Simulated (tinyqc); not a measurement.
# Changing the barrier E2 (exchange)

Model: five-frequency model of solute diffusion by vacancies in an fcc metal. Computed by tinyqc, a small Python program. Command: `OMP_NUM_THREADS=1 python tinyqc.py 3016528 3016529 out.jsonl fivefreq sweep`. One thread of a shared host (Intel(R) Xeon(R) Processor @ 2.30GHz), about 0.01 s of CPU time with the checks.

A vacancy next to the solute exchanges with it (w2), jumps to one of 4 sites that also neighbour the solute (w1) or to one of 7 that do not (w3); w4 is the reverse of w3 and w0 the host jump.

Inputs (values chosen for the exercise, for a model solute in a host close to aluminium):
```
quantity                                        value      unit
barrier E0 (host jump)                          0.617        eV
barrier E1 (vacancy circles the solute)         0.674        eV
barrier E3 (dissociation)                       0.608        eV
binding energy E_b (positive for attraction)  -0.0089        eV
vacancy formation energy E_f                    0.693        eV
formation entropy S_f                             1.4       k_B
attempt frequency nu                              5.6       THz
lattice constant a                               4.05  angstrom
temperature T                                     509         K
```

Constants: k_B = 8.617333262e-05 eV/K.

Method:
- w_i = nu exp(-E_i/(k_B T)); detailed balance gives E4 = E3 - E_b.
- Manning: with y = w4/w0, 7F = 7 - (10 y^4 + 180.5 y^3 + 927 y^2 + 1341 y)/(2 y^4 + 40.2 y^3 + 254 y^2 + 597 y + 436); f2 = (2 w1 + 7F w3)/(2 w2 + 2 w1 + 7F w3).
- The mean cosine between successive solute jumps follows from f2 = (1 + c)/(1 - c).
- c_v = exp(S_f - E_f/(k_B T)); host D0 = a^2 c_v w0 x 0.7815; solute D2 = a^2 c_v exp(E_b/(k_B T)) w2 f2; 1 angstrom^2 = 1e-16 cm^2.

One run for each value:
```
barrier E2 (exchange) (eV)  correlation factor f2  ratio D2/D0  solute diffusivity D2 (cm^2/s)
0.22                                   4.0239e-04   3.5845e+00                      1.1161e-14
0.30                                   2.4880e-03   3.5770e+00                      1.1138e-14
0.39                                   1.9041e-02   3.5176e+00                      1.0953e-14
0.48                                   1.3124e-01   3.1153e+00                      9.7004e-15
0.65                                   8.7929e-01   4.3285e-01                      1.3478e-15
0.74                                   9.8267e-01   6.2157e-02                      1.9355e-16
0.83                                   9.9774e-01   8.1093e-03                      2.5251e-17
0.92                                   9.9971e-01   1.0440e-03                      3.2510e-18
```

Give the missing row, barrier E2 (exchange) (eV) = 0.57.

Computed row:
```
barrier E2 (exchange) (eV)  correlation factor f2  ratio D2/D0  solute diffusivity D2 (cm^2/s)
0.57                                   5.4037e-01   1.6482e+00                      5.1321e-15
```

Interpolating between the two neighbouring rows (linearly) misses most in ratio D2/D0, by 2.9 %. Over the rows, correlation factor f2 rises from 4.02e-4 to 1.000 (exponent d ln y / d ln x 5.9 between the first rows and 0.019 between the last); ratio D2/D0 falls from 3.58 to 0.00104 (exponent d ln y / d ln x -0.0067 between the first rows and -20 between the last); solute diffusivity D2 (cm^2/s) falls from 1.12e-14 to 3.25e-18 (exponent d ln y / d ln x -0.0067 between the first rows and -20 between the last). At the low end the exponent of solute diffusivity D2 is -0.01, close to 0: w2 f2 no longer depends on w2 when exchange is fast. Lowering E2 helps only until exchange outruns the other jumps: over the first step D2 changes by a factor 1.00, over the last by 7.77.
